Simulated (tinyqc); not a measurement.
Off-state leakage of single and stacked transistors: one step of the calculation.

n-channel devices of unit width. Subthreshold current I(Vg, Vs, Vd) = I0 (T/300 K)^0.5 exp[(Vg - Vs - VT(T) - gb (Vs - Vb) + dd (Vd - Vs))/(nf Vt)] (1 - exp(-(Vd - Vs)/Vt)), VT(T) = VT - cT (T - 300 K). Gate-edge tunnelling Ig (Vd/1 V) exp(ag (Vd - 1 V)), for a gate at 0 V, and band-to-band leakage Ab u exp(-Bb/u), u = Vd - Vb + 1 V, flow at a drain held at V; both are taken as independent of T. In a stack of off transistors (all gates at 0 V) the same subthreshold current passes through each.

Problem. New Vx. Stack of two, Vx the node between them: I_low = I(0, 0, Vx), I_up = I(0, Vx, V), f = ln(I_up/I_low), f' = -(1 + gb + 2 dd)/(nf Vt) - 1/(Vt (exp(Vx/Vt) - 1)) - 1/(Vt (exp((V - Vx)/Vt) - 1)), Vx(new) = Vx - f/f'.

Values chosen for this exercise; values of the order met in bulk silicon logic transistors:
```
symbol  value   unit                                             meaning
T         330      K                                         temperature
V         1.2      V                                      supply voltage
VT       0.41      V        threshold at 300 K, zero drain and body bias
cT        0.9   mV/K              fall of the threshold with temperature
I0       0.19  uA/um                       current at threshold at 300 K
nf       1.37                                               slope factor
dd       0.18                            drain-induced lowering per volt
gb       0.11         rise of the threshold per volt of source-body bias
Vb          0      V                                        body voltage
```

Constants: q = 1.602176634e-19 C, kB = 1.380649e-23 J/K, Vt = kB T/q. Results are converted to the units shown.

Vx at the start = 0.147 V

Find: I_low; I_up; f; f'; Vx after iteration 1.

Solution.

I_low = 0.02101 nA/um
I_up = 0.02108 nA/um
f = 0.003395
f' = -37.93 1/V
Vx after iteration 1 = 0.1471 V

Computed by the program tinyqc: `OMP_NUM_THREADS=1 python tinyqc.py 2242089 2242090 out.jsonl`, one thread of a shared Intel Xeon 2.30GHz, about 0.03 s for the whole run.
